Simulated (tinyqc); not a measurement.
## Convergence with the mesh in the empty well

In an empty well of width L and depth Vb, level k solves kw L/2 = (k - 1) pi/2 + arctan(sqrt((mw/mb)(Vb - E)/E)) with kw = sqrt(mw E/C), C = hbar^2/(2 m0). Mesh: N intervals across the well, hz = L/N, nodes at (i + 1/2) hz from an edge, mass (mw + mb)/2 on the interval that holds an interface, walls 3 L outside the edges; H_ii = C (1/m_(i-1/2) + 1/m_(i+1/2))/hz^2 + V_i, H_(i,i+1) = -C/(m_(i+1/2) hz^2). No field, no charge.

Inputs (values chosen for the exercise); material values close to those of In0.53Ga0.47As in InP:
- mw = 0.0406 m0 (mass along z in the well)
- mb = 0.0805 m0 (mass along z in the barriers)
- Vb = 0.253 eV (barrier height)
- L = 9 nm (well width)

Constants: q = 1.602176634e-19 C, hbar = 1.054571817e-34 J s, m0 = 9.1093837015e-31 kg, hbar^2/(2 m0) = 0.0380998212 eV nm^2. Results are converted to the units shown.

The same in every row: exact E1 (meV) = 45.323.

Convergence with the mesh in the empty well:

| N | E1 on the mesh (meV) | error (%) |
|---|---|---|
| 4 | 38.294 | -15.5 |
| 8 | 43.243 | -4.59 |
| 16 | 44.778 | -1.20 |
| 32 | 45.185 | -0.305 |
| 64 | 45.289 | -0.0764 |
| 128 | 45.315 | -0.0191 |

What does the comparison show?

The error goes from -16 % to -0.019 %; between N = 32 and 64 it shrinks by a factor of 4.0, the 4 of a second-order scheme.

Numbers from tinyqc (`OMP_NUM_THREADS=1 python tinyqc.py 2140129 2140130 out.jsonl`; about 0.2 s on one thread of a shared Intel Xeon 2.30GHz).
